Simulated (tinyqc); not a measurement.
Worked calculation: decay of LO phonons and the hot-phonon bottleneck in the cooling of electrons. Computed by tinyqc, a small Python program that keeps every step. Command: `OMP_NUM_THREADS=1 python tinyqc.py 3019119 3019120 out.jsonl hotphonon walk`. One thread of a shared host (Intel(R) Xeon(R) Processor @ 2.30GHz), about 0.01 s of CPU time with the checks. Intermediate numbers are printed to about 6 digits and carried at full precision; extremes and crossings named in words are read from the listed rows.

n(E, T) = 1/(exp(E/(k_B T)) - 1) is the Bose occupation. Electrons have a temperature T_e; the LO modes within their reach share one occupation N; the decay products stay at the lattice temperature.

Inputs (values chosen for the exercise, modelled on gallium nitride):

| quantity | value | unit |
|---|---|---|
| LO energy hbar omega | 93.2 | meV |
| lifetime at T = 0, tau_0 | 2.7 | ps |
| share f of the energy in the softer product | 0.26 | - |
| lattice temperature T | 400 | K |
| electron mass m* | 0.2 | m_0 |
| eps_inf | 5.33 | - |
| static dielectric constant eps_s | 9.69 | - |
| electron density n | 2.6e+18 | 1/cm^3 |
| density of LO modes that the electrons reach, N_m | 4.7e+18 | 1/cm^3 |
| power supplied per electron P | 25 | nW |
| step factor | 0.8 | - |

Decay channel: two unequal phonons (Ridley).

Constants: k_B = 8.617333262e-05 eV/K; c = 299792458 m/s; e^2/(4 pi eps_0) = 14.39964548 eV angstrom; hbar^2/(2 m_0) = 3.80998212 eV angstrom^2; hbar = 6.582119569e-16 eV s; e = 1.602176634e-19 C; k_B = 1.380649e-23 J/K.

## Lifetime and Raman width

Decay rate 1/tau = (1/tau_0) [1 + n(f hbar omega) + n((1 - f) hbar omega)]. Full width Gamma = 1/(2 pi c tau) in 1/cm, c in cm/s.

thermal factor tau_0/tau = 2.13694

phonon lifetime tau = 1.26349 ps

Raman width Gamma = 4.20173 1/cm

equilibrium LO occupation N_0 = 0.0717506

Stimulated decay shortens the lifetime by 53 %.

## Spontaneous emission time

Froehlich coupling alpha = (e^2/(4 pi eps_0)) (1/eps_inf - 1/eps_s) k_0/(2 hbar omega), k_0 = sqrt(m* hbar omega/(hbar^2/(2 m_0))); emission time tau_sp = hbar/(2 alpha hbar omega); bottleneck ratio r = (n/N_m) tau/tau_sp.

alpha = 0.456145

emission time tau_sp = 7.74135 fs

bottleneck ratio r = 90.2879

r compares the rate at which electrons exchange quanta with a mode to its decay rate. Exchange outruns decay, so a hot population builds up if the power is high enough.

## Electron and phonon temperatures in closed form

Net emission per electron: [(N + 1) x - N]/tau_sp with x = exp(-hbar omega/(k_B T_e)), a simple two-level balance; steady state of the modes: n [(N + 1) x - N]/tau_sp = N_m (N - N_0)/tau; power per electron P = hbar omega [(N + 1) x - N]/tau_sp. With p = P tau_sp/(hbar omega): N = N_0 + r p and x = (p + N)/(N + 1); without hot phonons N = N_0. The mode temperature T_LO solves n(hbar omega, T_LO) = N.

reduced power p = 0.0129608

LO occupation N = 1.24195

electron temperature T_e = 1863.82 K

T_e without hot phonons = 426.173 K

mode temperature T_LO = 1831.06 K

Hot phonons raise T_e by 1438 K. T_LO lies close to T_e: electrons and LO modes form one hot system, cooled only by the decay. Caution: at such T_e upper valleys, non-parabolic bands or other phonons can take part.

## The same balance by iteration

Eliminating N gives P(T_e) = (hbar omega/tau_sp) [(N_0 + 1) x - N_0]/[1 + r (1 - x)]. Newton steps on ln P against ln T_e, times the step factor, each limited to 0.7 in ln T_e and to keeping a fifth of T_e - T; start at 1.5 T; stop when |ln(P/P(T_e))| < 1e-9 or after 40 steps.

Iterations:

| step | T_e (K) | P(T_e) (nW) | ln(P/P(T_e)) |
|---|---|---|---|
| 0 | 600.00 | 2.6498 | 2.24441e+00 |
| 1 | 1019.63 | 9.6171 | 9.55329e-01 |
| 2 | 1535.29 | 18.9411 | 2.77544e-01 |
| 3 | 1782.21 | 23.4914 | 6.22395e-02 |
| 4 | 1846.66 | 24.6827 | 1.27745e-02 |
| 5 | 1860.35 | 24.9359 | 2.56853e-03 |
| 6 | 1863.13 | 24.9871 | 5.14256e-04 |
| 7 | 1863.68 | 24.9974 | 1.02873e-04 |
| 8 | 1863.79 | 24.9995 | 2.05755e-05 |
| 9 | 1863.82 | 24.9999 | 4.11514e-06 |
| 10 | 1863.82 | 25.0000 | 8.23029e-07 |
| 11 | 1863.82 | 25.0000 | 1.64606e-07 |
| 12 | 1863.82 | 25.0000 | 3.29212e-08 |
| 13 | 1863.82 | 25.0000 | 6.58423e-09 |
| 14 | 1863.82 | 25.0000 | 1.31685e-09 |
| 15 | 1863.82 | 25.0000 | 2.63369e-10 |

converged (1 yes, 0 no) = 1

T_e from the iteration = 1863.82 K

Converged at step 15.

## Energy relaxation with and without hot phonons

P(T_e) = (hbar omega/tau_sp) [(N_0 + 1) x - N_0]/[1 + r (1 - x)], and r = 0 without hot phonons; energy relaxation time tau_E = (3/2) k_B (T_e - T)/P.

Cooling:

| T_e (K) | P, cold phonons (nW) | P, hot phonons (nW) | ratio | tau_E (ps) | N |
|---|---|---|---|---|---|
| 430 | 28.7327 | 0.342103 | 83.9885 | 1.81609 | 0.0877638 |
| 480 | 78.7936 | 0.963222 | 81.8021 | 1.72004 | 0.116837 |
| 550 | 150.928 | 1.91894 | 78.6517 | 1.61884 | 0.161572 |
| 700 | 302.554 | 4.20041 | 72.0296 | 1.47912 | 0.268363 |
| 900 | 483.193 | 7.53339 | 64.1402 | 1.37453 | 0.424374 |
| 1200 | 701.022 | 12.8330 | 54.6267 | 1.29103 | 0.672436 |
| 1700 | 955.820 | 21.9736 | 43.4986 | 1.22523 | 1.10029 |
| 2400 | 1178.92 | 34.9261 | 33.7547 | 1.18592 | 1.70657 |

Reabsorption cuts the loss by a factor 84.0 at the lowest T_e and 33.8 at the highest; the factor is 1 + r (1 - x) with r = 90.3. tau_E runs from 1.8 to 1.2 ps, with its shortest value, 1.2 ps, at T_e = 2400 K, against tau_sp = 7.7 fs and a phonon lifetime of 1.3 ps. For r (1 - x) much above 1 the loss tends to hbar omega (N_m/n)(n(hbar omega, T_e) - N_0)/tau, in which tau_sp no longer appears. Pauli blocking is left out, as are upper valleys and non-parabolic bands, which can matter above about 1000 K.

Checks made by the program: iteration against the closed form (relative difference 2e-10).
